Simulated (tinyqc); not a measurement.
# Two-junction solar cell, detailed-balance limit, step by step

Program tinyqc, `OMP_NUM_THREADS=1 python tinyqc.py 2820129 2820130 out.jsonl`; Intel Xeon 2.30GHz, shared host, one thread, about 0.01 s. Printed values are rounded.

The top cell takes all photons above E1, the bottom cell those between E2 and E1. Each cell follows J = Jsc - J0 (exp(V/Vt) - 1) with J0 = q ge Phi(gap, T)/ERE; light emitted by one cell and absorbed by the other is left out. In series both carry one current; wired apart (four terminals) each works at its own maximum power point. Efficiencies are counted against Pin = fs X sigma Ts^4.

Inputs (values chosen for the exercise): cell temperature T = 298 K; temperature of the black-body sun Ts = 6000 K; share of the hemisphere filled by the sun fs = 2.16e-5; concentration X = 1; external radiative efficiency ERE = 1; number of faces that emit ge = 2; gap of the bottom cell E2 = 0.71 eV; gap of the top cell E1 = 1.78 eV.

Constants: q = 1.602176634e-19 C, kB = 1.380649e-23 J/K, h = 6.62607015e-34 J s, c = 299792458 m/s, Vt = kB T/q. Results are converted to the units shown.

## Photocurrents and dark currents

Photon flux above E from a black body at temperature T into a hemisphere: Phi(E, T) = A sum_k exp(-k E/th)[E^2 th/k + 2 E th^2/k^2 + 2 th^3/k^3], k = 1, 2, ..., with th = kB T/q in eV and A = 2 pi q^3/(h^3 c^2). J1 = q fs X Phi(E1, Ts), J2 = q fs X [Phi(E2, Ts) - Phi(E1, Ts)], J01 and J02 as above; sigma = 2 pi^5 kB^4/(15 h^3 c^2).

J1 = 31.7408 mA/cm^2
J2 = 54.3136 mA/cm^2
J01 = 2.09039e-24 mA/cm^2
J02 = 4.33124e-7 mA/cm^2
Pin = 158.734 mW/cm^2

The top cell limits the series current; the other has 71 % more.

## The series curve

J, point 0 to 7 (mA/cm^2): [0, 15.87, 25.39, 28.57, 29.84, 30.47, 31.11, 31.58]

V1 = Vt ln((J1 - J)/J01 + 1), V2 = Vt ln((J2 - J)/J02 + 1), power J (V1 + V2).

```
point   V1 (V)    V2 (V)  power (mW/cm^2)
0      1.48897  0.478849                0
1      1.47117  0.469974          30.8059
2      1.44765  0.462668          48.5029
3      1.42981  0.459677          53.9826
4      1.41667  0.458378          55.9514
5      1.40633  0.457708          56.7972
6      1.38834  0.457009          57.4089
7      1.35324  0.456484          57.1512
```

Among these points the power is largest at J = 31.11 mA/cm^2.

## Maximum power, in series and apart

In series V(J) = Vt [ln((J1 - J)/J01 + 1) + ln((J2 - J)/J02 + 1)], and J V(J) is largest where V = J Vt [1/(J1 - J + J01) + 1/(J2 - J + J02)]. Apart, each cell has (1 + v) exp(v) = 1 + Jsc/J0 at its maximum power point, v = Vmp/Vt.

series Jmp = 31.2947 mA/cm^2
series Vmp = 1.83625 V
series efficiency = 36.2020 %
top cell alone = 27.2120 %
bottom cell behind it = 13.0778 %

Wired apart the cells give 40.29 %; the series connection loses 4.1 points of that.
